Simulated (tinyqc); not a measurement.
Inside a calculation: three-band tight binding of a dichalcogenide monolayer. Values are carried at full precision from step to step, so a last printed digit may differ when a step is redone from the rounded ones.

Basis dz2, dxy, dx2-y2 on a triangular lattice, nearest neighbours; alpha = kx a/2, beta = sqrt3 ky a/2. h0 = e1 + 2 t0 (cos 2alpha + 2 cos alpha cos beta); h1 = -2 sqrt3 t2 sin alpha sin beta + 2i t1 (sin 2alpha + sin alpha cos beta); h2 = 2 t2 (cos 2alpha - cos alpha cos beta) + 2i sqrt3 t1 cos alpha sin beta; h11 = e2 + 2 t11 cos 2alpha + (t11 + 3 t22) cos alpha cos beta; h22 = e2 + 2 t22 cos 2alpha + (3 t11 + t22) cos alpha cos beta; h12 = sqrt3 (t22 - t11) sin alpha sin beta + 4i t12 sin alpha (cos alpha - cos beta) + i lam sz. H = [[h0, h1, h2], [., h11, h12], [., ., h22]], Hermitian; the lowest band of each spin is filled. K = (4 pi/3a, 0), M = (pi/a, pi/(sqrt3 a)).

Parameters, chosen for this exercise (near a published set for monolayer WS2; not measured data):
```
symbol  value      unit        meaning
a       3.188      angstrom    lattice constant
e1      1.117      eV          level of dz2
e2      2.298      eV          level of dxy and dx2-y2
t0      -0.209     eV          hopping
t1      0.579      eV          hopping
t2      0.537      eV          hopping
t11     0.287      eV          hopping
t12     0.392      eV          hopping
t22     -0.061     eV          hopping
lam     0.206      eV          spin-orbit constant
sz      1                      spin
k       (1, 0.48)  1/angstrom  wave vector
```

## H at one k

Form alpha, beta and the matrix.

alpha, beta (rad): [1.59400, 1.32523]

H (eV), rows z2, xy, x2-y2 and columns alike:
```
[[1.5393, -1.8039+0.2277i, -1.0668-0.0451i],
 [-1.8039-0.2277i, 1.7240, -0.5845-0.2115i],
 [-1.0668+0.0451i, -0.5845+0.2115i, 2.4154]]
```

## Levels and weights

Diagonalise H.

levels (eV): [-0.6590, 2.7667, 3.5709]

weights, rows z2, xy, x2-y2; columns band 1, band 2, band 3:
```
[[0.479, 0.007, 0.514],
 [0.388, 0.257, 0.355],
 [0.133, 0.735, 0.131]]
```

## Closed forms at K and Gamma

Three-band model of dz2 (level e1) and dxy, dx2-y2 (level e2), spin sz = +/-1; t1 and t2 drop out at these points. At K: e2 - (3/2)(t11 + t22) - 3 sqrt3 t12 + lam sz (valence), e1 - 3 t0 (conduction), e2 - (3/2)(t11 + t22) + 3 sqrt3 t12 - lam sz. At Gamma: e1 + 6 t0 (valence) and e2 + 3 (t11 + t22) -/+ lam.

Levels (eV):
```
point          band 1  band 2  band 3
K, spin up     0.1281  1.7440  3.7899
K, spin down  -0.2839  1.7440  4.2019
Gamma         -0.1370  2.7700  3.1820
```

smallest direct gap at K = 1.6159 eV
Ev(K) - Ev(Gamma) = 0.2651 eV

Of the two points, the valence band is higher at K, by 265 meV. The dz2 conduction state at K has no atomic orbital angular momentum (Lz = 0) and is not split at this order.

## Bands for both spins

The two lowest bands at the points named.

Levels (eV):
```
k           v, up   c, up  v, down  c, down
G         -0.1370  2.7700  -0.1370   2.7700
G-K 0.25  -0.6110  2.8429  -0.6508   2.9723
G-K 0.5   -0.9547  2.9970  -1.1024   3.2493
G-K 0.6   -0.8796  3.1602  -1.0734   3.2165
G-K 0.75  -0.5333  2.7170  -0.8008   2.5948
G-K 0.9   -0.0378  1.9650  -0.4040   1.9227
K          0.1281  1.7440  -0.2839   1.7440
K-M 0.5   -0.3928  2.5044  -0.6391   2.3838
M         -0.7003  2.7505  -0.7003   2.7505
M-G 0.5   -0.9584  2.8476  -0.9584   2.8476
```

The spins are degenerate from M to Gamma, since a vertical mirror plane holds this line and flips sz, and the valence splitting is largest at K (412 meV). The lowest conduction level listed is at K. With nearest neighbours alone the model is made for the neighbourhood of K.

## Checks

- Closed forms at K against the matrix: they agree to 1e-10 or better.

Program tinyqc; command `OMP_NUM_THREADS=1 python tinyqc.py 1481305 1481306 out.jsonl`; about 0.03 s on one thread of a shared Intel(R) Xeon(R) Processor @ 2.30GHz.
